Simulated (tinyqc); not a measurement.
Worked calculation (part 2 of 2): UHF in the 6-311g basis, for H2, spin multiplicity 1. Computed by tinyqc, a small Python program that keeps every step (integrals from PySCF). Command: `OMP_NUM_THREADS=1 python tinyqc.py 26276 26277 out.jsonl` (the two numbers bound the seeds that draw the settings). One thread of a shared host (Intel(R) Xeon(R) Processor @ 2.60GHz), about 0.07 s of CPU time with the checks.

Geometry (angstrom):
```
atom         x         y         z
H     0.000000  0.000000  0.000000
H     0.000000  0.000000  0.806000
```

## Iteration 3: building the Fock matrix

D(alpha) after iteration 2, lower triangle:
```
          1H 1s     1H 2s     1H 3s     2H 1s     2H 2s     2H 3s
1H 1s  0.051737
1H 2s  0.099302  0.190595
1H 3s  0.047986  0.092102  0.044507
2H 1s  0.031617  0.060685  0.029325  0.019322
2H 2s  0.033800  0.064874  0.031349  0.020656  0.022081
2H 3s  0.013275  0.025480  0.012313  0.008113  0.008673  0.003406
```

D(beta) after iteration 2, lower triangle:
```
          1H 1s     1H 2s     1H 3s     2H 1s     2H 2s     2H 3s
1H 1s  0.019322
1H 2s  0.020656  0.022081
1H 3s  0.008113  0.008673  0.003406
2H 1s  0.031617  0.033800  0.013275  0.051737
2H 2s  0.060685  0.064874  0.025480  0.099302  0.190595
2H 3s  0.029325  0.031349  0.012313  0.047986  0.092102  0.044507
```

core Hamiltonian H = T + V (hartree), lower triangle:
```
           1H 1s      1H 2s      1H 3s      2H 1s      2H 2s      2H 3s
1H 1s  -0.462799
1H 2s  -0.971721  -1.024815
1H 3s  -0.650457  -0.833823  -0.798021
2H 1s  -0.534494  -0.678759  -0.545725  -0.462799
2H 2s  -0.678759  -0.856934  -0.748665  -0.971721  -1.024815
2H 3s  -0.545725  -0.748665  -0.747314  -0.650457  -0.833823  -0.798021
```

nuclear repulsion = 0.65654741 hartree

Given earlier and not repeated: Two-electron integrals (ij|kl) in chemists' order.

J_ij = sum D_kl (ij|kl) with D = D(alpha) + D(beta), K_ij = sum D_kl (ik|jl) for each spin; F = H + J - K(s); E = tr D H + tr D J / 2 - 0.5 sum_s tr D(s) K(s) + E_nn.

Coulomb J (hartree), lower triangle:
```
          1H 1s     1H 2s     1H 3s     2H 1s     2H 2s     2H 3s
1H 1s  1.518574
1H 2s  0.999398  1.195936
1H 3s  0.515374  0.848558  0.852754
2H 1s  0.344130  0.571853  0.421138  1.518574
2H 2s  0.571853  0.864138  0.730610  0.999398  1.195936
2H 3s  0.421138  0.730610  0.778080  0.515374  0.848558  0.852754
```

exchange K(alpha) (hartree), lower triangle:
```
          1H 1s     1H 2s     1H 3s     2H 1s     2H 2s     2H 3s
1H 1s  0.567424
1H 2s  0.547005  0.596301
1H 3s  0.378102  0.436214  0.331120
2H 1s  0.282181  0.337866  0.255777  0.318485
2H 2s  0.404513  0.469492  0.355377  0.343382  0.429333
2H 3s  0.334950  0.393385  0.301935  0.254136  0.340312  0.282612
```

exchange K(beta) (hartree), lower triangle:
```
          1H 1s     1H 2s     1H 3s     2H 1s     2H 2s     2H 3s
1H 1s  0.318485
1H 2s  0.343382  0.429333
1H 3s  0.254136  0.340312  0.282612
2H 1s  0.282181  0.404513  0.334950  0.567424
2H 2s  0.337866  0.469492  0.393385  0.547005  0.596301
2H 3s  0.255777  0.355377  0.301935  0.378102  0.436214  0.331120
```

F(alpha) (hartree), lower triangle:
```
           1H 1s      1H 2s      1H 3s      2H 1s      2H 2s      2H 3s
1H 1s   0.488351
1H 2s  -0.519328  -0.425181
1H 3s  -0.513185  -0.421479  -0.276388
2H 1s  -0.472545  -0.444773  -0.380364   0.737290
2H 2s  -0.511420  -0.462288  -0.373433  -0.315705  -0.258212
2H 3s  -0.459537  -0.411440  -0.271170  -0.389219  -0.325577  -0.227879
```

F(beta) (hartree), lower triangle:
```
           1H 1s      1H 2s      1H 3s      2H 1s      2H 2s      2H 3s
1H 1s   0.737290
1H 2s  -0.315705  -0.258212
1H 3s  -0.389219  -0.325577  -0.227879
2H 1s  -0.472545  -0.511420  -0.459537   0.488351
2H 2s  -0.444773  -0.462288  -0.411440  -0.519328  -0.425181
2H 3s  -0.380364  -0.373433  -0.271170  -0.513185  -0.421479  -0.276388
```

total energy of this density = -1.10925710 hartree

## Iteration 3: DIIS over 3 matrices

error matrix X^T (FDS - SDF) X (alpha):
```
           1          2          3         4          5          6
1   0.000000   0.011217   0.010952  0.019487   0.020850   0.011277
2  -0.011217   0.000000   0.003618  0.019130   0.017980   0.006554
3  -0.010952  -0.003618   0.000000  0.012393   0.010830   0.002762
4  -0.019487  -0.019130  -0.012393  0.000000  -0.004323  -0.007847
5  -0.020850  -0.017980  -0.010830  0.004323   0.000000  -0.005894
6  -0.011277  -0.006554  -0.002762  0.007847   0.005894   0.000000
```

B (overlaps of the stored error matrices), lower triangle:
```
               1              2              3
1  1.8571893e+00
2  3.1676344e-01  6.8399618e-02
3  3.9656357e-02  1.6964512e-02  9.3047803e-03
```

Minimise |sum c_i e_i|^2 with sum c_i = 1: solve [B -1; -1 0][c; lambda] = [0; -1] with B_ij = tr e_i^T e_j summed over both spins, and take F = sum c_i F_i.

DIIS coefficients: 0.130532  -0.978433  1.847901

extrapolated F(alpha) (hartree), lower triangle:
```
           1H 1s      1H 2s      1H 3s      2H 1s      2H 2s      2H 3s
1H 1s   0.542712
1H 2s  -0.481617  -0.394268
1H 3s  -0.490585  -0.401678  -0.262797
2H 1s  -0.479189  -0.458934  -0.392599   0.703136
2H 2s  -0.502853  -0.461618  -0.375597  -0.344205  -0.278032
2H 3s  -0.445382  -0.401156  -0.264840  -0.405439  -0.333911  -0.227552
```

extrapolated F(beta) (hartree), lower triangle:
```
           1H 1s      1H 2s      1H 3s      2H 1s      2H 2s      2H 3s
1H 1s   0.703136
1H 2s  -0.344205  -0.278032
1H 3s  -0.405439  -0.333911  -0.227552
2H 1s  -0.479189  -0.502853  -0.445382   0.542712
2H 2s  -0.458934  -0.461618  -0.401156  -0.481617  -0.394268
2H 3s  -0.392599  -0.375597  -0.264840  -0.490585  -0.401678  -0.262797
```

## Iteration 3: diagonalisation and new density

X, lower triangle:
```
           1H 1s      1H 2s      1H 3s      2H 1s      2H 2s     2H 3s
1H 1s   1.375268
1H 2s  -0.752758   2.339151
1H 3s   0.216809  -1.126800   2.675333
2H 1s   0.009003  -0.008438  -0.036186   1.375268
2H 2s  -0.008438  -0.573313   0.363753  -0.752758   2.339151
2H 3s  -0.036186   0.363753  -1.506997   0.216809  -1.126800  2.675333
```

Diagonalise F' = X^T F X, C = X C', fill 1 alpha and 1 beta electrons from the bottom; D(s) = C_occ C_occ^T. Each column has its largest component positive (the first on a tie).

F' = X^T F X (alpha) (hartree), lower triangle:
```
           1          2          3          4          5         6
1   1.652923
2  -1.209373   0.916563
3  -0.002779  -0.396315   0.188562
4  -0.253728  -0.177001  -0.129590   1.763583
5  -0.190501  -0.224280  -0.020836  -1.137011   0.996298
6  -0.142451  -0.031754  -0.125632   0.031116  -0.359419  0.208137
```

orbital energies (alpha) (hartree): MO1 -0.568090, MO2 0.163831, MO3 0.312111, MO4 0.631443, MO5 2.505694, MO6 2.681076

coefficients C (alpha):
```
            MO1        MO2        MO3        MO4        MO5        MO6
1H 1s  0.203475  -0.074339  -0.051720   0.084826  -1.199248   1.005724
1H 2s  0.373735   0.016136  -0.799512   1.555587   1.379806  -1.632836
1H 3s  0.186920  -2.016659   1.034436  -2.035429  -0.588895   1.103214
2H 1s  0.161390   0.093985  -0.041743  -0.097160  -1.008907  -1.201049
2H 2s  0.230524  -0.033250  -0.677089  -1.664075   1.061940   1.832885
2H 3s  0.076991   2.114182   0.679889   2.098398  -0.376291  -1.181501
```

F' = X^T F X (beta) (hartree), lower triangle:
```
           1          2          3          4          5         6
1   1.763583
2  -1.137011   0.996298
3   0.031116  -0.359419   0.208137
4  -0.253728  -0.190501  -0.142451   1.652923
5  -0.177001  -0.224280  -0.031754  -1.209373   0.916563
6  -0.129590  -0.020836  -0.125632  -0.002779  -0.396315  0.188562
```

orbital energies (beta) (hartree): MO1 -0.568090, MO2 0.163831, MO3 0.312111, MO4 0.631443, MO5 2.505694, MO6 2.681076

coefficients C (beta):
```
            MO1        MO2        MO3        MO4        MO5        MO6
1H 1s  0.161390   0.093985  -0.041743  -0.097160  -1.008907  -1.201049
1H 2s  0.230524  -0.033250  -0.677089  -1.664075   1.061940   1.832885
1H 3s  0.076991   2.114182   0.679889   2.098398  -0.376291  -1.181501
2H 1s  0.203475  -0.074339  -0.051720   0.084826  -1.199248   1.005724
2H 2s  0.373735   0.016136  -0.799512   1.555587   1.379806  -1.632836
2H 3s  0.186920  -2.016659   1.034436  -2.035429  -0.588895   1.103214
```

D(alpha) after iteration 3, lower triangle:
```
          1H 1s     1H 2s     1H 3s     2H 1s     2H 2s     2H 3s
1H 1s  0.041402
1H 2s  0.076046  0.139678
1H 3s  0.038034  0.069859  0.034939
2H 1s  0.032839  0.060317  0.030167  0.026047
2H 2s  0.046906  0.086155  0.043090  0.037204  0.053141
2H 3s  0.015666  0.028774  0.014391  0.012426  0.017748  0.005928
```

D(beta) after iteration 3, lower triangle:
```
          1H 1s     1H 2s     1H 3s     2H 1s     2H 2s     2H 3s
1H 1s  0.026047
1H 2s  0.037204  0.053141
1H 3s  0.012426  0.017748  0.005928
2H 1s  0.032839  0.046906  0.015666  0.041402
2H 2s  0.060317  0.086155  0.028774  0.076046  0.139678
2H 3s  0.030167  0.043090  0.014391  0.038034  0.069859  0.034939
```

## Iteration 9 (converged): orbitals

converged F(alpha) (hartree), lower triangle:
```
           1H 1s      1H 2s      1H 3s      2H 1s      2H 2s      2H 3s
1H 1s   0.612378
1H 2s  -0.422264  -0.350282
1H 3s  -0.456507  -0.381511  -0.259028
2H 1s  -0.482160  -0.488309  -0.427213   0.612379
2H 2s  -0.488309  -0.474425  -0.401742  -0.422264  -0.350282
2H 3s  -0.427213  -0.401742  -0.278549  -0.456507  -0.381511  -0.259028
```

converged F(beta) (hartree), lower triangle:
```
           1H 1s      1H 2s      1H 3s      2H 1s      2H 2s      2H 3s
1H 1s   0.612379
1H 2s  -0.422264  -0.350282
1H 3s  -0.456507  -0.381511  -0.259028
2H 1s  -0.482160  -0.488309  -0.427213   0.612378
2H 2s  -0.488309  -0.474425  -0.401742  -0.422264  -0.350282
2H 3s  -0.427213  -0.401742  -0.278549  -0.456507  -0.381511  -0.259028
```

As before.

F' = X^T F X (alpha) (hartree), lower triangle:
```
           1          2          3          4          5         6
1   1.698762
2  -1.172722   0.949357
3   0.011734  -0.381089   0.194061
4  -0.252219  -0.185087  -0.138176   1.698762
5  -0.185087  -0.226444  -0.029904  -1.172722   0.949357
6  -0.138176  -0.029904  -0.129238   0.011734  -0.381089  0.194061
```

orbital energies (alpha) (hartree): MO1 -0.576538, MO2 0.158347, MO3 0.311412, MO4 0.622887, MO5 2.499403, MO6 2.668849

coefficients C (alpha):
```
            MO1        MO2        MO3        MO4        MO5        MO6
1H 1s  0.182594  -0.086559  -0.047596   0.092590  -1.108386   1.107378
1H 2s  0.300506   0.005010  -0.740661   1.610233   1.225169  -1.742478
1H 3s  0.136377  -2.047330   0.858313  -2.091798  -0.484393   1.149628
2H 1s  0.182594   0.086559  -0.047596  -0.092590  -1.108386  -1.107378
2H 2s  0.300506  -0.005010  -0.740661  -1.610233   1.225169   1.742478
2H 3s  0.136377   2.047330   0.858313   2.091798  -0.484393  -1.149628
```

F' = X^T F X (beta) (hartree), lower triangle:
```
           1          2          3          4          5         6
1   1.698762
2  -1.172722   0.949357
3   0.011734  -0.381089   0.194061
4  -0.252219  -0.185087  -0.138176   1.698762
5  -0.185087  -0.226444  -0.029904  -1.172722   0.949357
6  -0.138176  -0.029904  -0.129238   0.011734  -0.381089  0.194061
```

orbital energies (beta) (hartree): MO1 -0.576538, MO2 0.158347, MO3 0.311412, MO4 0.622887, MO5 2.499403, MO6 2.668849

coefficients C (beta):
```
            MO1        MO2        MO3        MO4        MO5        MO6
1H 1s  0.182594   0.086559  -0.047596  -0.092590  -1.108386  -1.107378
1H 2s  0.300506  -0.005010  -0.740661  -1.610233   1.225169   1.742478
1H 3s  0.136377   2.047330   0.858313   2.091798  -0.484393  -1.149628
2H 1s  0.182594  -0.086559  -0.047596   0.092590  -1.108386   1.107378
2H 2s  0.300506   0.005010  -0.740661   1.610233   1.225169  -1.742478
2H 3s  0.136377  -2.047330   0.858313  -2.091798  -0.484393   1.149628
```

D(alpha) after iteration 9, lower triangle:
```
          1H 1s     1H 2s     1H 3s     2H 1s     2H 2s     2H 3s
1H 1s  0.033341
1H 2s  0.054871  0.090304
1H 3s  0.024902  0.040982  0.018599
2H 1s  0.033341  0.054871  0.024902  0.033341
2H 2s  0.054871  0.090304  0.040982  0.054871  0.090304
2H 3s  0.024902  0.040982  0.018599  0.024902  0.040982  0.018599
```

D(beta) after iteration 9, lower triangle:
```
          1H 1s     1H 2s     1H 3s     2H 1s     2H 2s     2H 3s
1H 1s  0.033341
1H 2s  0.054871  0.090304
1H 3s  0.024902  0.040982  0.018599
2H 1s  0.033341  0.054871  0.024902  0.033341
2H 2s  0.054871  0.090304  0.040982  0.054871  0.090304
2H 3s  0.024902  0.040982  0.018599  0.024902  0.040982  0.018599
```

## Convergence

Stop when the energy changes by less than 1e-08 hartree and every element of the error matrix X^T (F D S - S D F) X (for each spin) is below 3e-05.

Course of the cycle:
```
iteration  E (hartree)     change  largest element of the error matrix
1          -0.62310053          -                             3.80e-01
2          -1.07922139  -4.56e-01                             7.98e-02
3          -1.10925710  -3.00e-02                             2.09e-02
4          -1.12068390  -1.14e-02                             9.47e-03
5          -1.12434455  -3.66e-03                             2.81e-03
6          -1.12464374  -2.99e-04                             1.66e-04
7          -1.12464420  -4.58e-07                             3.64e-05
8          -1.12464425  -5.14e-08                             5.67e-07
9          -1.12464425  -2.76e-12                             5.57e-09
```

PySCF UHF in the same basis, after a stability check = -1.12464425 hartree

Converged in 9 iterations.

## Populations, bond orders and dipole

overlap S, lower triangle:
```
          1H 1s     1H 2s     1H 3s     2H 1s     2H 2s     2H 3s
1H 1s  1.000000
1H 2s  0.706377  1.000000
1H 3s  0.373664  0.788963  1.000000
2H 1s  0.215023  0.387457  0.299850  1.000000
2H 2s  0.387457  0.685260  0.658200  0.706377  1.000000
2H 3s  0.299850  0.658200  0.887653  0.373664  0.788963  1.000000
```

Mulliken: Z minus the diagonal of D S on the atom; Loewdin: the same with S^(1/2) D S^(1/2); Mayer order: 2 sum_s sum (D(s) S)_ij (D(s) S)_ji over the two atoms.

Charges (e):
```
atom  Mulliken  Loewdin  Mulliken spin
1H           0        0       2.98e-08
2H           0        0      -2.98e-08
```

Mayer bond orders:
```
pair     order
2-1   1.000000
```

dipole moment about the origin, x y z (debye): 0.000000  0.000000  0.000000

<S^2> of the determinant (pure state: 0) = 0.000000
